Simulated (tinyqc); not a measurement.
## Doping and flat-band voltage from the body effect

Inverse problem. VT = Vfb + 2 phiF + gamma sqrt(2 phiF + Vsb), phiF = Vt ln(Na/ni), gamma = sqrt(2 q eps0 eps_r Na)/Cox, Cox = eps0 eox/tox. Find Na, gamma and Vfb from two thresholds.

Parameters, values chosen for the exercise; material values close to those of silicon: temperature T = 350 K; relative permittivity of the semiconductor eps_r = 11.7; relative permittivity of the gate insulator eox = 8.6; insulator thickness tox = 3.7 nm.

Constants: q = 1.602176634e-19 C, kB = 1.380649e-23 J/K, Vt = kB T/q, eps0 = 8.8541878128e-14 F/cm where lengths are in cm. Results are converted to the units shown.

VT at Vsb = 0 and 1.3 V (V): [0.79643097, 0.98347438]
ni = 3.0090435e11 cm^-3

Solution. The difference of the thresholds, gamma [sqrt(2 phiF + Vsb) - sqrt(2 phiF)], holds no Vfb and rises with Na, so it has one root; Vfb then follows from the first threshold.

Na = 1.600e18 cm^-3
gamma = 0.3541 V^0.5
Vfb = -0.4800 V

Computed by the program tinyqc: `OMP_NUM_THREADS=1 python tinyqc.py 2360021 2360022 out.jsonl`, one thread of a shared Intel Xeon 2.30GHz, about 0.03 s for the whole run.
